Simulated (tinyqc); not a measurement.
From results back to parameters: Landau levels with Rashba coupling. Three cases, with inputs chosen for the exercise.

Problem. At B = 0 the two Rashba branches E = c k^2/m +/- aR k (c = hbar^2/2m0) share one Fermi level: k_- - k_+ = 2 kR with kR = aR m/(2c), n_+/- = k^2/(4 pi). Their densities, read from the beating of the oscillations, were computed from a hidden aR; 1/angstrom^2 = 1e16/cm^2.

Constants: hbar^2/2m0 = 3.80998211 eV angstrom^2.

Find: k_-; k_+; aR.

Method. k = sqrt(4 pi n) for each branch, and aR = c (k_- - k_+)/m.

Case 1.

Values chosen (out of a larger set: near those of an asymmetric InAs well; not measured data): m = 0.03 m0 (mass).

n_- = 0.99791 x 1e11/cm^2
n_+ = 0.90209 x 1e11/cm^2

Solution.

k_- = 0.01120 1/angstrom
k_+ = 0.01065 1/angstrom
aR = 0.07 eV angstrom

Case 2.

Values chosen (out of a larger set: near those of an asymmetric InAs well; not measured data): m = 0.031 m0 (mass).

n_- = 4.84076 x 1e11/cm^2
n_+ = 3.75924 x 1e11/cm^2

Solution.

k_- = 0.02466 1/angstrom
k_+ = 0.02173 1/angstrom
aR = 0.36 eV angstrom

Case 3.

Values chosen (out of a larger set: near those of an asymmetric InAs well; not measured data): m = 0.0293 m0 (mass).

n_- = 1.52521 x 1e11/cm^2
n_+ = 1.47479 x 1e11/cm^2

Solution.

k_- = 0.01384 1/angstrom
k_+ = 0.01361 1/angstrom
aR = 0.03 eV angstrom

Computed by tinyqc, one run a case: `OMP_NUM_THREADS=1 python tinyqc.py N N+1 out.jsonl` with N = 1251610, 1251634, 1251696; one thread of a shared Intel(R) Xeon(R) Processor @ 2.30GHz, about 0.01 s a run at most.
